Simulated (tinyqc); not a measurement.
Resistance of a source-drain extension with a graded tip: two steps of the calculation.

y runs along the channel, the gate covers y > 0. The doping is N0 for y < y0 and N0 10^(-(y - y0)/la) beyond, uniform over the depth xj. Sheet conductance s(y) = q mu(N) max(N - Nch, 0) xj + (for y > 0) ma Cox Vo, with mu(N) = u0 + (u1 - u0)/(1 + (N/Nr)^au) and Cox = eps0 eox/tox. Current is taken as one-dimensional; depletion of the tip, spreading and the contact are left out. The metallurgical junction lies at yj, where N = Nch.

Values chosen for this exercise; mobility law close to that of electrons in silicon:
- eox = 7.63 (relative permittivity of the gate insulator (close to silicon nitride))
- tox = 4.5 nm (insulator thickness)
- N0 = 1.7e20 cm^-3 (active doping of the extension far from the gate)
- la = 2.3 nm/decade (lateral abruptness)
- y0 = 2 nm (position under the gate where the fall begins (gate edge at 0))
- xj = 21 nm (depth of the extension)
- Nch = 1.5e18 cm^-3 (channel doping)
- Vo = 0.3 V (gate overdrive)
- ma = 210 cm^2/(V s) (mobility of the gate-induced layer)
- u1 = 1414 cm^2/(V s) (mobility at low doping)
- u0 = 68.5 cm^2/(V s) (mobility at high doping)
- Nr = 9.2e16 cm^-3 (reference doping)
- au = 0.711 (exponent)
- Lg = 30 nm (gate length)

Constants: q = 1.602176634e-19 C, eps0 = 8.8541878128e-14 F/cm where lengths are in cm. Results are converted to the units shown.

Task 1. Sheet resistances and junction position. yj = y0 + la log10(N0/Nch); sheet resistance of the full extension 1/[q mu(N0)(N0 - Nch) xj] and of the gate-induced layer 1/(ma Cox Vo); metallurgical length Lg - 2 yj; ye is where the doped and the gate-induced conductances are equal.

Find: yj; sheet resistance of the extension; sheet resistance of the induced layer; metallurgical length; ye; N at ye.

Result 1.

yj = 6.725 nm
sheet resistance of the extension = 235.6 ohm/square
sheet resistance of the induced layer = 1.057e4 ohm/square
metallurgical length = 16.55 nm
ye = 5.980 nm
N at ye = 3.162e18 cm^-3

The gate takes over 0.745 nm before the junction, where N is still 2.11 times the channel doping.

Task 2. Resistance of the overlapped part. Midpoint rule on 12 equal steps from 0 to yj: R_ov = sum h/s(y), per width.

Give: y; N; doped conductance; sheet resistance; R_ov.

Result 2.

```
point	y (nm)	N (cm^-3)	doped conductance (uS)	sheet resistance (ohm/square)
0	0.28021	1.7000e20	4244.7	230.45
1	0.84063	1.7000e20	4244.7	230.45
2	1.4010	1.7000e20	4244.7	230.45
3	1.9615	1.7000e20	4244.7	230.45
4	2.5219	1.0082e20	2597.1	371.52
5	3.0823	5.7528e19	1549.4	608.28
6	3.6427	3.2826e19	935.95	970.37
7	4.2031	1.8731e19	571.22	1501.9
8	4.7636	1.0688e19	348.60	2256.4
9	5.3240	6.0988e18	206.43	3322.1
10	5.8844	3.4800e18	108.59	4921.9
11	6.4448	1.9857e18	33.444	7811.0
```

R_ov = 12.713 ohm um

Computed by the program tinyqc: `OMP_NUM_THREADS=1 python tinyqc.py 2282078 2282079 out.jsonl`, one thread of a shared Intel Xeon 2.30GHz, about 0.04 s for the whole run.
